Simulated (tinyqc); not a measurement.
Non-parabolicity of the conduction band: eight-band Kane k.p model.

Eight-band Kane model, basis S, X, Y, Z times spin, zero of energy at the top of the unstrained valence band, c = hbar^2/2m0. Within each spin: H_SS = Eg + A c k^2, H_SX = i P kx (likewise Y, Z), H_XX = -Dso/3 + L kx^2 + M (ky^2 + kz^2), H_XY = N kx ky, and cyclic. Spin-orbit term (Dso/3) L.sigma on X, Y, Z with (L_k)_ij = -i epsilon_kij: <X+|H|Y+> = -i Dso/3, <X+|H|Z-> = Dso/3, <Y+|H|Z-> = -i Dso/3, <Z+|H|X-> = -Dso/3, <Z+|H|Y-> = i Dso/3, <X-|H|Y-> = i Dso/3, and their conjugates; + and - are the spin along z. Terms from inversion asymmetry are left out, so every level is twofold.

P = sqrt(Ep c); A = 1/me - Ep (Eg + 2 Dso/3)/(Eg (Eg + Dso)) keeps the electron mass; g1' = g1 - Ep/(3 Eg), g2' = g2 - Ep/(6 Eg), g3' = g3 - Ep/(6 Eg) remove the coupling to S that the Luttinger values already hold; L = -c (g1' + 4 g2'), M = -c (g1' - 2 g2'), N = -6 c g3'.

Constants: hbar^2/2m0 = 3.80998211 eV angstrom^2.

Inputs chosen for the exercise (near those of InSb; shifted at random, so the results belong to these values and not to a real crystal): Eg = 0.231 eV (gap at Gamma to the s-like level); Dso = 0.795 eV (spin-orbit splitting); Ep = 23.7 eV (Kane energy); me = 0.0137 m0 (electron mass at Gamma); g1 = 34.81 (Luttinger gamma1); g2 = 15.46 (gamma2); g3 = 16.44 (gamma3); kmax = 0.1 1/angstrom (end of the path).

Unstrained, along [110], six points up to kmax. Parabolic: E = c k^2/me. Two-band form: E (1 + alpha E) = c k^2/me with alpha = (1 - me)^2/Eg. The column alpha(k) solves that form for alpha with the eight-band energy. Energies from the conduction edge.

Energies:

| \|k\| (1/angstrom) | parabolic (eV) | two-band (eV) | eight-band (eV) | alpha(k) (1/eV) | parabolic / eight-band |
|---|---|---|---|---|---|
| 0.0167 | 0.0773 | 0.0614 | 0.0619 | 3.995 | 1.247 |
| 0.0333 | 0.3090 | 0.1770 | 0.1810 | 3.907 | 1.707 |
| 0.0500 | 0.6953 | 0.3046 | 0.3152 | 3.825 | 2.206 |
| 0.0667 | 1.2360 | 0.4359 | 0.4559 | 3.753 | 2.711 |
| 0.0833 | 1.9313 | 0.5688 | 0.6006 | 3.689 | 3.215 |
| 0.1000 | 2.7810 | 0.7025 | 0.7483 | 3.630 | 3.716 |

alpha = 4.211 1/eV

How do the results move, and what explains it?

At the last point the parabola lies a factor 3.72 above the eight-band value, and the two-band form 45.8 meV below it. Even the first point is more than 5 % off the parabola. alpha(k) goes from 3.995 to 3.630 1/eV, a spread of 9.1 % over this range; the simple rule gives 4.211, 5 % above the first value, as it knows neither Dso nor the remote terms.

tinyqc: `OMP_NUM_THREADS=1 python tinyqc.py 1051281 1051282 out.jsonl`; about 0.01 s, one thread, shared Intel(R) Xeon(R) Processor @ 2.30GHz.
